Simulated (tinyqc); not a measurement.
What moves the results: heavy doping: gap narrowing, degeneracy and the minority density. A value that a table varies takes the place of the one given here.

F_j(eta) = (1/Gamma(j + 1)) integral_0^infinity x^j dx/(1 + exp(x - eta)), which tends to exp(eta) for eta << 0.

Empirical narrowing (Slotboom form, constants chosen for the exercise; published fits of this form give the apparent narrowing, here it is taken as the true one): dEg = E0 [ln(N/N0) + sqrt(ln(N/N0)^2 + C)].

Majority: N = Nc F_1/2(eta), eta the distance of EF beyond the majority band edge in kT. Degeneracy factor gam = F_1/2(eta)/exp(eta). ni0^2 = Nc Nv exp(-Eg/kT); product n p = ni0^2 gam exp(dEg/kT), dEg the true narrowing; apparent narrowing dEa = dEg + kT ln gam; minority density = n p/N.

Bipolar transistor with N as emitter doping: beta = K (N/NB) exp((dEa_B + dG - dEa_E)/kT), dEa_E = dEg(N) + kT ln gam, dEa_B = dEg(NB). For the sweep in T, Nc is scaled as (T/T0)^(3/2) from its value at T0 = T.

Constants: kB = 8.617333262e-05 eV/K.

Inputs chosen for the exercise (gap and densities of states near those of Ge at this temperature; narrowing constants of the size fitted for Si, not for this material; the results hold for these values, not for the real material): Eg = 0.603 eV (gap); Nc = 1.76e+19 1/cm^3 (conduction-band density of states); Nv = 8.9e+18 1/cm^3 (valence-band density of states); T = 450 K; E0 = 9.78 meV (narrowing scale); N0 = 1.3e+17 1/cm^3 (onset density); C = 0.5 (smoothing constant); N = 1.2e+18 1/cm^3 (ionised donors, equal to the majority density); NB = 3e+17 1/cm^3 (base doping); K = 3.6 (ratio (D_B W_E)/(D_E W_B)); dG = 120 meV (extra narrowing of the base by alloying).

## Narrowing against degeneracy

N takes the values listed; the last column is N over the factor gam exp(dEg/kT), the doping that a simple model would need to give the same minority density.

Results:
```
N (1/cm^3)    eta      gam  dEg (meV)  dEa (meV)  minority (1/cm^3)  effective doping (1/cm^3)
5.0e+16     -5.86    0.999        2.3        2.2           5.86e+14                   4.72e+16
2.0e+17     -4.47    0.996       12.3       12.2           1.89e+14                   1.46e+17
5.0e+17     -3.55    0.990       28.1       27.7           1.13e+14                   2.45e+17
2.0e+18     -2.13    0.961       54.3       52.8           5.39e+13                   5.13e+17
5.0e+18     -1.16    0.905       72.1       68.2           3.21e+13                   8.62e+17
2.0e+19      0.52    0.673       99.0       83.6           1.20e+13                   2.31e+18
5.0e+19      2.01    0.380      116.8       79.3           4.27e+12                   6.47e+18
1.0e+20      3.61    0.154      130.4       57.8           1.23e+12                   2.26e+19
4.0e+20      9.61  0.00152      157.4      -94.3           6.08e+09                   4.55e+21
```

dEg grows steadily to 157.4 meV, while the apparent value peaks at 83.6 meV for N = 2e+19 and falls to -94.3 meV as the Fermi level enters the band. N grows by a factor 40 from the third to the sixth row and the effective doping by 9.4: net of degeneracy, narrowing takes away 76 % of the factor gained by heavier doping.

## Current gain against temperature

Gain:
```
T (K)      beta  beta with dG = 0  without narrowing
150    2.41e+04              2.24               14.4
200    3.72e+03              3.52               14.4
250    1.22e+03              4.64               14.4
300         579              5.58               14.4
350         340              6.37               14.4
400         229              7.04               14.4
450         168              7.61               14.4
```

dEa_B + dG - dEa_E at T0 = 95.3 meV

beta is 2.41e+04 at 150 K and 168 at 450 K, since the net exponent is positive: the gap is narrower in the base. At 300 K narrowing and degeneracy change the gain by a factor 0.387 and alloying the base by 104.

## What moves the minority density and the gain

All results formed anew. Each row changes one parameter from the base and keeps the others.

Results:
```
case                  dEg (meV)  dEa (meV)  minority (1/cm^3)  beta
base                      44.55      43.61           7.09e+13   168
N = 2.4e+18 1/cm^3        57.86      55.99           4.88e+13   244
E0 = 11.736 meV           53.46      52.52           8.93e+13   147
N0 = 2.6e+17 1/cm^3       31.44      30.50           5.06e+13   180
Eg = 0.623 eV             44.55      43.61           4.24e+13   168
Nc = 2.29e+19 1/cm^3      44.55      43.83           9.28e+13   167
NB = 6e+17 1/cm^3         44.55      43.61           7.09e+13   116
```

The largest shifts from the base row, up to three for each result and ties (the steps differ in size, so this ranks the rows, not the parameters). dEg (meV): N +13.31, N0 -13.11, E0 +8.91; unchanged at the printed digits by Eg, Nc and NB. dEa (meV): N0 -13.11, N +12.38, E0 +8.91; unchanged at the printed digits by Eg and NB. minority (1/cm^3): Eg -2.86e+13, N -2.21e+13, Nc +2.19e+13; unchanged at the printed digits by NB. beta: N +76.2, NB -51.9, E0 -20.8; unchanged at the printed digits by Eg.

Program tinyqc; command `OMP_NUM_THREADS=1 python tinyqc.py 1681709 1681710 out.jsonl`; about 0.01 s on one thread of a shared Intel(R) Xeon(R) Processor @ 2.30GHz.
